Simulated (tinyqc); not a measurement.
# Threshold-voltage variability of a planar MOSFET, analytic estimates: what changes with what

Three independent sources add in quadrature: random dopants in the depleted layer, metal-gate grains of two orientations, and roughness of the two gate edges acting through the roll-off VT = VT(long) - Vr exp(-L/l). These are first-order estimates: no three-dimensional electrostatics, no percolation.

Inputs (values chosen for the exercise); material values close to those of silicon:

| symbol | value | unit | meaning |
|---|---|---|---|
| T | 325 | K | temperature |
| Eg | 1.12 | eV | band gap |
| eps_r | 11.8 |  | relative permittivity of the semiconductor |
| Nc | 3.16e19 | cm^-3 | conduction-band density of states at T |
| Nv | 2.97e19 | cm^-3 | valence-band density of states at T |
| Na | 1.1e18 | cm^-3 | channel doping |
| ti | 2.2 | nm | oxide-equivalent thickness in inversion |
| L | 16 | nm | gate length |
| W | 49 | nm | gate width |
| G | 10 | nm | metal grain size |
| dW | 0.2 | eV | work-function difference of the two grain orientations |
| p | 0.3 |  | share of the orientation of higher work function |
| De | 1.8 | nm | rms roughness of one gate edge |
| La | 30 | nm | correlation length of the roughness |
| l | 2.9 | nm | decay length of the threshold roll-off |
| Vr | 1.1 | V | prefactor of the roll-off |

Constants: q = 1.602176634e-19 C, kB = 1.380649e-23 J/K, Vt = kB T/q, eps0 = 8.8541878128e-14 F/cm where lengths are in cm. Results are converted to the units shown.

Each table varies one quantity; the others keep the values above.

## Effect of the gate length

ni = sqrt(Nc Nv) exp(-Eg/(2 Vt)), Eg in volts; Cox = 3.9 eps0/ti; Wd = sqrt(4 eps0 eps_r Vt ln(Na/ni)/(q Na)); dopants: s1 = (q/Cox) sqrt(Na Wd/(3 L W)). Grains: Ng = L W/G^2 (at least 1), s2 = dW sqrt(p (1 - p)/Ng). Edges, with exponential correlation and u = W/La: the mean gate length has sL^2 = 2 De^2 (2/u)[1 - (1 - exp(-u))/u]; s3 = sL (Vr/l) exp(-L/l). s = sqrt(s1^2 + s2^2 + s3^2). l and Vr are held fixed.

Result of one run:

| L (nm) | s1 (mV) | s2 (mV) | s3 (mV) | s (mV) | s sqrt(L W) (mV um) |
|---|---|---|---|---|---|
| 35 | 27.22 | 22.13 | 0.004364 | 35.09 | 1.453 |

What becomes of these results when the gate length L is changed from 35 to 24 nm, all else the same?

Result of the changed run:

| L (nm) | s1 (mV) | s2 (mV) | s3 (mV) | s (mV) | s sqrt(L W) (mV um) |
|---|---|---|---|---|---|
| 24 | 32.88 | 26.73 | 0.1937 | 42.37 | 1.453 |

The whole series:

| L (nm) | s1 (mV) | s2 (mV) | s3 (mV) | s (mV) | s sqrt(L W) (mV um) |
|---|---|---|---|---|---|
| 9.6 | 51.98 | 42.26 | 27.78 | 72.52 | 1.573 |
| 12 | 46.49 | 37.80 | 12.14 | 61.14 | 1.483 |
| 14 | 43.05 | 34.99 | 6.093 | 55.81 | 1.462 |
| 17 | 39.06 | 31.76 | 2.165 | 50.39 | 1.454 |
| 20 | 36.01 | 29.28 | 0.7696 | 46.42 | 1.453 |
| 24 | 32.88 | 26.73 | 0.1937 | 42.37 | 1.453 |
| 29 | 29.91 | 24.31 | 0.03455 | 38.54 | 1.453 |
| 35 | 27.22 | 22.13 | 0.004364 | 35.09 | 1.453 |

As L goes from 9.6 to 35 nm, s falls from 72.5 to 35.1 mV. The dopants are the largest source in the first and the last row. The product s sqrt(L W) falls from 1.57 to 1.45 mV um: s1 and s2 go as 1/sqrt(L W), so the change comes from s3 alone. For L = 9.6 to 29 nm the depletion depth exceeds L, so source and drain share much of the charge and s1 is rough.

## Scaling length and width together

Same model as above.

l and Vr are held fixed. W = 3.0625 L in every row; l is held fixed.

Result of one run:

| L (nm) | s1 (mV) | s2 (mV) | s3 (mV) | s (mV) | s sqrt(L W) (mV um) |
|---|---|---|---|---|---|
| 29 | 22.22 | 18.06 | 0.02971 | 28.63 | 1.453 |

What becomes of these results when the gate length L is changed from 29 to 16 nm, all else the same?

Result of the changed run:

| L (nm) | s1 (mV) | s2 (mV) | s3 (mV) | s (mV) | s sqrt(L W) (mV um) |
|---|---|---|---|---|---|
| 16 | 40.27 | 32.73 | 3.057 | 51.98 | 1.455 |

The whole series:

| L (nm) | s1 (mV) | s2 (mV) | s3 (mV) | s (mV) | s sqrt(L W) (mV um) |
|---|---|---|---|---|---|
| 10 | 64.42 | 52.37 | 26.26 | 87.08 | 1.524 |
| 13 | 49.56 | 40.29 | 8.950 | 64.49 | 1.467 |
| 16 | 40.27 | 32.73 | 3.057 | 51.98 | 1.455 |
| 19 | 33.91 | 27.56 | 1.046 | 43.71 | 1.453 |
| 23 | 28.01 | 22.77 | 0.2511 | 36.10 | 1.453 |
| 29 | 22.22 | 18.06 | 0.02971 | 28.63 | 1.453 |
| 35 | 18.41 | 14.96 | 0.003535 | 23.72 | 1.453 |

As L goes from 10 to 35 nm, s falls from 87.1 to 23.7 mV. The dopants are the largest source in the first and the last row. The product s sqrt(L W) falls from 1.52 to 1.45 mV um: s1 and s2 go as 1/sqrt(L W), so the change comes from s3 alone. At L = 10 nm the gate holds under four grains, so the work function takes a few discrete values. For L = 10 to 29 nm the depletion depth exceeds L, so source and drain share much of the charge and s1 is rough.

## Effect of the correlation length of the roughness

Same model as above.

l and Vr are held fixed.

The same in every row: s1 (mV) = 40.27; s2 (mV) = 32.73.

Results:

| La (nm) | s3 (mV) | s (mV) | s sqrt(L W) (mV um) |
|---|---|---|---|
| 2 | 1.085 | 51.90 | 1.453 |
| 10 | 2.213 | 51.94 | 1.454 |
| 20 | 2.775 | 51.97 | 1.455 |
| 40 | 3.225 | 51.99 | 1.456 |
| 80 | 3.520 | 52.01 | 1.456 |
| 160 | 3.690 | 52.02 | 1.457 |

Estimate the missing row, La = 5 nm.

Computed row:

| La (nm) | s3 (mV) | s (mV) | s sqrt(L W) (mV um) |
|---|---|---|---|
| 5 | 1.660 | 51.92 | 1.454 |

With this row back in the table: As La goes from 2 to 160 nm, s stays near 52.0 mV. The dopants are the largest source in the first and the last row. The edge term s3 rises from 1.09 to 3.69 mV: a longer correlation averages out less along the width. In every row the depletion depth exceeds L, so source and drain share much of the charge and s1 is rough.

Numbers from tinyqc (`OMP_NUM_THREADS=1 python tinyqc.py 2090172 2090173 out.jsonl`; about 0.02 s on one thread of a shared Intel Xeon 2.30GHz).
